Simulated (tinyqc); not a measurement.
From one set of inputs to another, one input at a time: Landau-Devonshire theory of a uniaxial ferroelectric. Computed by tinyqc, a small Python program. Command: `OMP_NUM_THREADS=1 python tinyqc.py 3022478 3022479 out.jsonl ferro ladder`. One thread of a shared host (Intel(R) Xeon(R) Processor @ 2.30GHz), about 0.02 s of CPU time with the checks.

G(P) = (alpha/2) P^2 + (beta*/4) P^4 + (gamma/6) P^6 - E P per volume, SI units, one domain, P along the polar axis, which is normal to the film.

The inputs printed are set A. Inputs not listed in the table keep their values of set A, so the rows need not describe a real material.

Inputs (values chosen for the exercise, modelled on lead titanate): alpha_0 = 791000 J m/(C^2 K); Curie-Weiss temperature T0 = 752 K; beta = -2.79e+08 J m^5/C^4; gamma = 1.5e+09 J m^9/C^6; temperature T = 326 K; misfit strain u_m = -0.014; electrostriction Q12 = -0.026 m^4/C^2; compliance s11 + s12 = 5.5e-12 m^2/N; gradient coefficient g = 1.4e-10 J m^3/C^2.

Sample: epitaxial film.

Constants: eps_0 = 8.8541878128e-12 F/m.

Method:
- alpha = alpha_0 (T - T0*), with clamping: T0* = T0 + 4 Q12 u_m/(alpha_0 (s11 + s12)), beta* = beta + 4 Q12^2/(s11 + s12).
- Ps^2 = [-beta* + sqrt(beta*^2 - 4 alpha gamma)]/(2 gamma).
- chi = 1/(eps_0 G''), G'' = alpha + 3 beta* P^2 + 5 gamma P^4 at Ps. Ps, chi and the coercive field are for perfect screening, without a depolarising field. The intrinsic coercive field is |alpha P + beta* P^3 + gamma P^5| at the P_c where G'' = 0. 1 C/m^2 = 100 microcoulomb/cm^2.
- With the term (g/2) (dP/dx)^2, (g/2) P'^2 = G(P) - G(Ps) across the wall: energy = int_(-Ps)^(Ps) sqrt(2 g [G(P) - G(Ps)]) dP (40 Gauss-Legendre points); width = 2 Ps over the slope at P = 0, sqrt(2 |G(Ps)|/g). Elastic coupling inside the wall is left out.

Each row keeps all changes above it:
```
input moved                           from          to  spontaneous polarisation Ps (microcoulomb/cm^2)  wall width (nm)  well depth G(Ps) (MJ/m^3)
set A                                    -           -                                           75.261           1.2123                    -107.92
temperature T (K)                      326         245                                           77.401           1.1511                    -126.59
alpha_0 (J m/(C^2 K))               791000      435000                                           70.873           1.3534                     -76.78
electrostriction Q12 (m^4/C^2)      -0.026      -0.049                                           59.897           1.1954                     -70.30
gamma (J m^9/C^6)               1500000000  7400000000                                           47.755           1.1494                     -48.33
Curie-Weiss temperature T0 (K)         752         370                                           43.786           1.3188                     -30.86
compliance s11 + s12 (m^2/N)       5.5e-12     5.4e-12                                           43.866           1.3088                     -31.45
beta (J m^5/C^4)                -279000000  -257000000                                           43.755           1.3097                     -31.25
```

Spontaneous polarisation Ps goes from 75.3 to 43.8, a factor 0.581 in all. The largest single move comes from gamma (a factor 0.797), and temperature T works against it (a factor 1.028). Wall width goes from 1.21 to 1.31, a factor 1.08 in all. The largest single move comes from alpha_0 (a factor 1.18), and electrostriction Q12 works against it (a factor 0.883). Well depth G(Ps) goes from -108 to -31.3, +76.7 in all. The largest single move comes from alpha_0 (+49.8), and temperature T works against it (-18.7). The single moves hold for this order of the switches; the total does not depend on the order.

Caution (all rows): far below T0* the expansion with linear alpha(T) is only a fit. Caution (rows alpha_0, electrostriction Q12, gamma, Curie-Weiss temperature T0, compliance s11 + s12, beta): the strain shifts T0 by more than 500 K here, which is beyond the range where constant coefficients hold.

Extremes, crossings and ranges named in words are read from the listed rows.
